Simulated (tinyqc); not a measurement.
G0W0 on RHF in the sto-3g basis, for H3-, spin multiplicity 1, step by step. The basis has no diffuse functions, so it cannot describe the extra electron: this is an exercise in the method, not the real anion. Computed by tinyqc, a small Python program that keeps every step (integrals from PySCF). Settings: charge = -1, multiplicity = 1, basis = sto-3g, method = RHF, energy threshold = 1e-10, iteration cap = 56, orthogonalisation = symmetric, start = Wolfsberg-Helmholz matrix, DIIS depth = 6. Command: `OMP_NUM_THREADS=1 python tinyqc.py 22149 22150 out.jsonl` (the two numbers bound the seeds that draw the settings). One thread of a shared host (Intel(R) Xeon(R) Processor @ 2.60GHz), about 0.06 s of CPU time with the checks. The early iterations of the SCF are left out here.

## One-electron integrals

Geometry (angstrom):
```
atom        x        y         z
H     0.00000  0.00000   0.00000
H     0.00000  0.00000   0.82200
H     0.00000  0.00000  -0.82200
```

Basis sto-3g: exponents (1/bohr^2) and contraction coefficients of normalised primitives:
```
element  l (shell)  exponent  coefficient
H            s (1)   3.42525      0.15433
H            s (1)   0.62391      0.53533
H            s (1)   0.16886      0.44463
```

Overlap, kinetic and nuclear-attraction integrals over the contracted functions; the nuclear repulsion is the sum of Za Zb / Rab.

nuclear repulsion = 1.6094197 hartree

overlap S, order 1H 1s, 2H 1s, 3H 1s:
```
[[1.00000, 0.60662, 0.60662],
 [0.60662, 1.00000, 0.20807],
 [0.60662, 0.20807, 1.00000]]
```

kinetic energy T (hartree), order 1H 1s, 2H 1s, 3H 1s:
```
[[0.76003, 0.19098, 0.19098],
 [0.19098, 0.76003, -0.00002],
 [0.19098, -0.00002, 0.76003]]
```

nuclear attraction V (hartree), order 1H 1s, 2H 1s, 3H 1s:
```
[[-2.43466, -1.31794, -1.31794],
 [-1.31794, -2.15183, -0.41893],
 [-1.31794, -0.41893, -2.15183]]
```

core Hamiltonian H = T + V (hartree), order 1H 1s, 2H 1s, 3H 1s:
```
[[-1.67463, -1.12695, -1.12695],
 [-1.12695, -1.39180, -0.41895],
 [-1.12695, -0.41895, -1.39180]]
```

## Two-electron integrals

Functions are numbered as in S; the eight-fold symmetry (ij|kl) = (ji|kl) = (kl|ij) leaves the list below.

Two-electron integrals (ij|kl) in chemists' order, unique and non-zero (hartree):
```
(11|11) 0.77461   (21|11) 0.39894   (21|21) 0.24645   (22|11) 0.53961
(22|21) 0.39894   (22|22) 0.77461   (31|11) 0.39894   (31|21) 0.19179
(31|22) 0.24888   (31|31) 0.24645   (32|11) 0.12988   (32|21) 0.07205
(32|22) 0.10716   (32|31) 0.07205   (32|32) 0.02383   (33|11) 0.53961
(33|21) 0.24888   (33|22) 0.31798   (33|31) 0.39894   (33|32) 0.10716
(33|33) 0.77461
```

## Orthogonalisation

S = U s U^T; symmetric (Loewdin) form X = U s^(-1/2) U^T, so that X^T S X = 1.

eigenvalues of S: [0.23986, 0.79193, 1.96821]

X, order 1H 1s, 2H 1s, 3H 1s:
```
[[1.45731, -0.46647, -0.46647],
 [-0.46647, 1.21051, 0.08680],
 [-0.46647, 0.08680, 1.21051]]
```

## Starting guess

The start is the generalised Wolfsberg-Helmholz matrix (K = 1.75) built on H; D = 2 C_occ C_occ^T.

D at the start, order 1H 1s, 2H 1s, 3H 1s:
```
[[0.62537, 0.36007, 0.36007],
 [0.36007, 1.47006, -1.05542],
 [0.36007, -1.05542, 1.47006]]
```

## Iteration 5 (converged): orbitals

converged F (hartree), order 1H 1s, 2H 1s, 3H 1s:
```
[[0.00528, -0.26809, -0.26809],
 [-0.26809, 0.05833, -0.12823],
 [-0.26809, -0.12823, 0.05833]]
```

Diagonalise F' = X^T F X, C = X C', fill 2 alpha and 2 beta electrons from the bottom; D = 2 C_occ C_occ^T. Each column has its largest component positive (the first on a tie).

F' = X^T F X (hartree):
```
[[0.70975, -0.58479, -0.58479],
 [-0.58479, 0.38458, 0.14900],
 [-0.58479, 0.14900, 0.38458]]
```

orbital energies (hartree): [-0.21003, 0.23558, 1.45337]

coefficients C, order 1H 1s, 2H 1s, 3H 1s:
```
[[0.48383, 0.00000, 1.52475],
 [0.37026, 0.79459, -0.96022],
 [0.37026, -0.79459, -0.96022]]
```

D after iteration 5, order 1H 1s, 2H 1s, 3H 1s:
```
[[0.46819, 0.35828, 0.35828],
 [0.35828, 1.53692, -0.98856],
 [0.35828, -0.98856, 1.53692]]
```

## Convergence

Stop when the energy changes by less than 1e-10 hartree and every element of the error matrix X^T (F D S - S D F) X is below 3e-06.

Course of the cycle:
```
iteration  E (hartree)     change  largest element of the error matrix
1           -1.2823927          -                             1.01e-01
2           -1.2893745  -6.98e-03                             1.39e-02
3           -1.2895097  -1.35e-04                             9.57e-06
4           -1.2895097  -5.25e-11                             4.04e-06
5           -1.2895097  -6.81e-12                             2.56e-06
```

PySCF RHF in the same basis = -1.2895097 hartree

Converged in 5 iterations.

## Populations, bond orders and dipole

Mulliken: Z minus the diagonal of D S on the atom; Loewdin: the same with S^(1/2) D S^(1/2); Mayer order: 2 sum_s sum (D(s) S)_ij (D(s) S)_ji over the two atoms.

Charges (e):
```
atom  Mulliken   Loewdin
1H     0.09713   0.10591
2H    -0.54857  -0.55296
3H    -0.54857  -0.55296
```

Mayer bond orders:
```
pair    order
2-1   0.49528
3-1   0.49528
3-2   0.20379
```

dipole moment about the origin, x y z (debye): [0.00000, 0.00000, 0.00000]

## Integrals over molecular orbitals

(pq|rs) = sum C_ip C_jq C_kr C_ls (ij|kl), one index at a time.

one-electron integrals over orbitals h = C^T H C (hartree):
```
[[-1.69602, 0.00000, -0.17318],
 [0.00000, -1.22845, 0.00000],
 [-0.17318, 0.00000, -0.63251]]
```

Two-electron integrals over orbitals (pq|rs), unique and non-zero (hartree):
```
(11|11) 0.58929    (21|21) 0.16309    (22|11) 0.52989    (22|22) 0.56734
(31|11) 0.08573    (31|22) -0.02384   (31|31) 0.12966    (32|21) -0.13513
(32|32) 0.13725    (33|11) 0.61949    (33|22) 0.55690    (33|31) 0.10414
(33|33) 0.69416
```

## Screening: direct RPA

With D = e_a - e_i and K = (ia|jb): diagonalise D^(1/2) (D + 4K) D^(1/2) = Z w^2 Z^T; X + Y = D^(1/2) Z w^(-1/2), each column of Z with its largest component positive (the first on a tie); E_c = (sum w - tr (D + 2K)) / 2.

D^(1/2) (D + 4K) D^(1/2) (hartree^2), order 1>3, 2>3:
```
[[3.62959, 0.00000],
 [0.00000, 2.15158]]
```

excitation energies w (hartree): [1.46683, 1.90515]

X + Y, order 1>3, 2>3:
```
[[0.00000, 0.93440],
 [0.91117, 0.00000]]
```

RPA correlation energy = -0.0215151 hartree

## G0W0 on Hartree-Fock: HOMO

W(p,q,m) = sqrt2 sum_ia (pq|ia) (X+Y)_ia,m; Sigma_c(x) = sum_(i,m) W^2/(x - e_i + w_m) + sum_(a,m) W^2/(x - e_a - w_m); solve x = e_p + Sigma_c(x) by Newton steps; Z = 1/(1 - dSigma/dx); 1 hartree = 27.211386 eV.

The 12 largest terms at x = e_p (hartree; W for the signs of X + Y given):
```
q  m         W      term
1  1  -0.17413   0.01585
3  1   0.17686  -0.01165
2  2  -0.03150   0.00052
```

Newton steps (hartree):
```
step        x  Sigma_c(x)        Z
0     0.23558     0.00472  0.98726
1     0.24024     0.00466  0.98729
2     0.24024     0.00466  0.98729
```

quasiparticle energy of the HOMO = 6.53726 eV

Hartree-Fock value = 6.41033 eV

## G0W0 on Hartree-Fock: LUMO

As before.

The 12 largest terms at x = e_p (hartree; W for the signs of X + Y given):
```
q  m        W      term
2  1  0.17686   0.01165
3  2  0.13761  -0.00994
1  2  0.17133   0.00823
```

Newton steps (hartree):
```
step        x  Sigma_c(x)        Z
0     1.45337     0.00994  0.98828
1     1.46319     0.00982  0.98827
2     1.46319     0.00982  0.98827
```

quasiparticle energy of the LUMO = 39.81543 eV

Hartree-Fock value = 39.54819 eV
